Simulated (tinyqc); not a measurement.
Long-channel MOSFET, surface-potential model: effect of the acceptor density of the body.

n-channel transistor on a uniformly doped p-type body, gradual-channel approximation, constant mobility, Boltzmann statistics, full ionisation. Potentials are counted from the neutral body; V is the electron quasi-Fermi potential, Vsb at the source and Vsb + Vds at the drain. Charges are magnitudes per area.

ni = sqrt(Nc Nv) exp(-Eg/(2 Vt)), Eg in volts; phiF = Vt ln(Na/ni); Cox = eps0 eox/tox; gamma = sqrt(2 q eps0 eps_r Na)/Cox. The surface potential psi at channel potential V solves Vgs + Vsb - Vfb - psi = gamma sqrt(G), G = psi - Vt + Vt exp((psi - 2 phiF - V)/Vt). Charge sheet: Qi = Cox gamma [sqrt(G) - sqrt(psi - Vt)]; I = mu (W/L) [integral of Qi dpsi from psi_0 to psi_L (drift) + Vt (Qi0 - QiL) (diffusion)], with psi_0 at V = Vsb and psi_L at V = Vsb + Vds. VT = Vfb + 2 phiF + gamma sqrt(2 phiF + Vsb), m = 1 + gamma/(2 sqrt(2 phiF + Vsb)). The swing is 20 mV/log10[I(VT - 0.14 V)/I(VT - 0.16 V)] of the charge-sheet current at the given Vds.

Values chosen for this exercise; material values those of a made-up semiconductor:
- T = 293 K (temperature)
- Eg = 3.88 eV (band gap)
- eps_r = 9.95 (relative permittivity of the semiconductor)
- Nc = 2.85e18 cm^-3 (conduction-band density of states at T)
- Nv = 3.5e19 cm^-3 (valence-band density of states at T)
- eox = 7.62 (relative permittivity of the gate insulator)
- tox = 39 nm (insulator thickness)
- Vfb = -1.84 V (flat-band voltage)
- mu = 490 cm^2/(V s) (channel mobility)
- W = 20 um (gate width)
- L = 5 um (gate length)
- Vsb = 0 V (source-body reverse bias)
- Vgs = 2.74 V (gate-source voltage)
- Vds = 0.05 V (drain-source voltage)

Constants: q = 1.602176634e-19 C, kB = 1.380649e-23 J/K, Vt = kB T/q, eps0 = 8.8541878128e-14 F/cm where lengths are in cm. Results are converted to the units shown.

Effect of the acceptor density of the body:

| Na (cm^-3) | gamma (V^0.5) | VT (V) | m | swing (mV/decade) | I at Vgs, Vds (uA) |
|---|---|---|---|---|---|
| 2.2e15 | 0.1441 | 1.883 | 1.039 | 60.69 | 10.67 |
| 4.1e15 | 0.1967 | 2.013 | 1.053 | 61.52 | 8.794 |
| 7.5e15 | 0.2660 | 2.175 | 1.071 | 62.61 | 6.430 |
| 1.4e16 | 0.3634 | 2.393 | 1.096 | 64.13 | 3.294 |
| 2.6e16 | 0.4952 | 2.676 | 1.131 | 66.19 | 0.1659 |
| 4.8e16 | 0.6729 | 3.049 | 1.177 | 68.95 | 1.262e-6 |
| 8.8e16 | 0.9111 | 3.540 | 1.239 | 72.64 | 6.056e-13 |

As Na goes from 2.2e15 to 8.8e16 cm^-3, VT rises from 1.88 to 3.54 V, the swing rises from 60.7 to 72.6 mV a decade and the current falls from 10.7 to 6.06e-13 uA. The swing is 0.49 % above m Vt ln 10 in the first row and 0.87 % above it in the last. The gate voltage is below VT in 2 of the 7 rows. For Na = 2.2e15 to 1.4e16 cm^-3 the surface electron density at the source passes 0.3 Nc, where degeneracy and quantisation, left out here, matter.

Computed by the program tinyqc: `OMP_NUM_THREADS=1 python tinyqc.py 2360003 2360004 out.jsonl`, one thread of a shared Intel Xeon 2.30GHz, about 0.03 s for the whole run.
